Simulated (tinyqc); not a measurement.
Inside a calculation. Model: input admittance of a MOSFET at zero drain bias: distributed channel and distributed gate.

Computed by the program tinyqc: `OMP_NUM_THREADS=1 python tinyqc.py 2262170 2262171 out.jsonl`, one thread of a shared Intel Xeon 2.30GHz, about 0.01 s for the whole run. Printed values are rounded.

Source and drain grounded, strong inversion, w = 2 pi f, Cox = eps0 eox/tox. The channel is an RC line of resistance 1/(mu Cox Vo) per square fed from both ends, so one finger has the intrinsic admittance y = i w Cox L tanh(g)/g per width, g = (1/2) sqrt(i w tau), tau = L^2/(mu Vo). The vertical resistance rv/L is in series with y, the overlaps 2 i w Cov in parallel: y_t = 1/(1/y + rv/L) + 2 i w Cov. The gate strip is a line of Rsh/L per length loaded by y_t, so a finger has Y = y_t Wf tanh(k)/k, k = (Wf/sd) sqrt(y_t Rsh/L); the device has Nf Y.

Parameters, values chosen for the exercise; values of the order met in silicon radio-frequency transistors: relative permittivity of the gate insulator (close to silicon dioxide) eox = 3.9; insulator thickness tox = 4.6 nm; channel length L = 0.16 um; finger width Wf = 2 um; number of fingers Nf = 8; channel mobility mu = 380 cm^2/(V s); gate overdrive Vo = 0.49 V; sheet resistance of the gate Rsh = 12 ohm/square; vertical resistivity of the gate stack rv = 0 ohm um^2; number of ends at which a finger is contacted sd = 1; overlap and fringe capacitance on each side Cov = 0.32 fF/um; frequency f = 72 GHz.

Constants: eps0 = 8.8541878128e-14 F/cm where lengths are in cm. Results are converted to the units shown.

## Low-frequency resistances and capacitance

Low-frequency limits, with c = Cox L and ct = c + 2 Cov: R_strip = Rsh Wf/(3 sd^2 L Nf), R_ch = (c/ct)^2 L/(12 mu Cox Vo Wf Nf), R_vert = (c/ct)^2 rv/(L Wf Nf), C = ct Wf Nf.

parts (ohm): strip 6.25, channel 2.537375, vertical 0
sum = 8.787375 ohm
C = 29.45744 fF
1/(2 pi R C) = 614.8455 GHz

The strip term is the largest, 71.1 % of the sum.

## Admittance of the channel and stack per width

tau, g, c = Cox L, y and y_t as defined.

tau = 1.374866 ps
g = 0.2788312+0.2788312i
c = 1.201090 fF/um
y = 28.0532+541.6155i uS/um
y_t = 28.0532+831.1447i uS/um

w tau = 0.622, and Im y is 0.997 of w c.

## Input impedance of the device

k and Y as defined; Z = 1/(Nf Y) = R + 1/(i w C); Q = |Im Z|/R; signal at the point farthest from a contact |1/cosh k|.

k = 0.3590970+0.3471811i
Nf Y = 1.53096+13.11642i mS
R = 8.779252 ohm
C = 29.38866 fF
Q = 8.567426
signal at the far point = 0.9907205

R is 0.092 % below its low-frequency limit and C is 0.23 % below its own.
